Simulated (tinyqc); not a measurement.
Worked calculation: vacuum evaporation: vapour pressure, source flux, thickness distribution, purity and step coverage. Computed by tinyqc, a small Python program that keeps every step. Command: `OMP_NUM_THREADS=1 python tinyqc.py 3114296 3114297 out.jsonl evap walk`. One thread of a shared host (Intel(R) Xeon(R) Processor @ 2.30GHz), about 0.01 s of CPU time with the checks. Intermediate numbers are printed to about 5 digits and carried at full precision; extremes and crossings named in words are read from the listed rows.

Molecular flow, unit sticking of the metal, no re-evaporation. The background gas is taken as water vapour (18.015 g/mol, collision diameter 0.37 nm) at 300 K.

Inputs (values chosen for the exercise, modelled on titanium, with constants for the liquid):
```
quantity                         value    unit
molar mass M                     47.87   g/mol
film density rho                  4.51  g/cm^3
vapour-pressure constant A       11.35       -
vapour-pressure constant B       22780       K
source temperature T              2070       K
source area                        1.2    cm^2
directionality n                     1       -
source-to-wafer distance h          18      cm
wafer radius R                      15      cm
source offset from the axis s/h   0.95       -
background pressure p            4e-07      Pa
sticking of background gas         0.9       -
aspect ratio of a trench          0.46       -
```

Constants: u = 1.6605390666e-27 kg; k_B = 1.380649e-23 J/K; R = 8.314462618 J/(mol K).

## Vapour pressure and flux

log10(p_v/Pa) = A - B/T; flux from the surface Phi = p_v/sqrt(2 pi m k_B T), m = M u. Mass loss = Phi x area x m; heat of evaporation = ln(10) R B; d ln Phi/dT = ln(10) B/T^2 - 1/(2 T).

vapour pressure p_v = 2.2140 Pa

flux Phi = 1.8531e+18 1/(cm^2 s)

mass loss = 0.63634 g/h

heat of evaporation = 436.12 kJ/mol

change of flux per kelvin = 1.2000 %/K

Holding the rate to 1 % needs the temperature to about 0.83 K.

## Rate and uniformity on a fixed wafer above the source

A small source emits (n + 1) Phi area cos^n(phi)/(2 pi) per solid angle; on a parallel plane at height h and lateral distance l the arrival rate is (n + 1) Phi area/(2 pi h^2) x (1 + (l/h)^2)^(-(n + 3)/2). Growth rate = arrival rate x m/rho, m = M u. The wafer is fixed and centred above the source.

arrival rate at the centre = 2.1847e+15 1/(cm^2 s)

growth rate at the centre = 0.38505 nm/s

edge over centre = 0.34829

non-uniformity (max - min)/(max + min) = 48.336 %

share of the material that lands on the wafer, 1 - (1 + (R/h)^2)^(-(n + 1)/2) = 40.984 %

## Offset source and rotation

Rotating wafer, source offset by s and facing upwards: thickness at radius r is the mean over the angle a of (1 + (r^2 + s^2 - 2 r s cos a)/h^2)^(-(n + 3)/2), by 360 equal steps; non-uniformity (max - min)/(max + min) over 21 radii from 0 to R.

centre thickness relative to an axial source = 0.27628

edge over centre, rotating = 1.0777

non-uniformity, rotating = 4.8244 %

## Choosing the offset

The curvature at the centre vanishes at s/h = sqrt(2/(n + 3)).

Against the offset:
```
s/h  centre thickness  edge over centre  non-uniformity (%)
0.0            1.0000            0.3483              48.336
0.2            0.9246            0.3804              44.884
0.4            0.7432            0.4815              34.994
0.5            0.6400            0.5603              28.179
0.6            0.5407            0.6574              20.670
0.7            0.4504            0.7699              12.999
0.8            0.3718            0.8924               6.510
0.9            0.3052            1.0171               3.201
1.1            0.2047            1.2409              10.750
```

The best row, s/h = 0.9, has 3.2 % against 48 % on the axis, at the price of a rate lower by a factor 3.28; the small-wafer optimum is sqrt(2/(n + 3)) = 0.71.

## Scattering and purity

Mean free path lambda = k_B T_g/(sqrt2 pi d^2 p); unscattered share exp(-h/lambda); gas arrival p/sqrt(2 pi m_g k_B T_g); impurity ratio = sticking x gas arrival/metal arrival; monolayer time = 1e15 cm^-2/(sticking x gas arrival).

mean free path = 17025 m

unscattered share = 0.99999

gas arrival rate = 1.4336e+12 1/(cm^2 s)

impurity ratio = 5.9059e-04

monolayer time = 775.05 s

## A trench at the wafer edge

Fixed wafer, axial point source, trench running tangentially at r = R: the beam arrives at tan(a) = R/h. Shadowed share of the floor = aspect ratio x tan(a) (at most 1); the wall facing the source grows at tan(a) times the field rate, the other wall not at all.

angle a = 39.806 degrees

shadowed share of the floor = 0.38333

wall over field thickness = 0.83333

Checks made by the program: share on the wafer by quadrature (relative difference 2e-08).
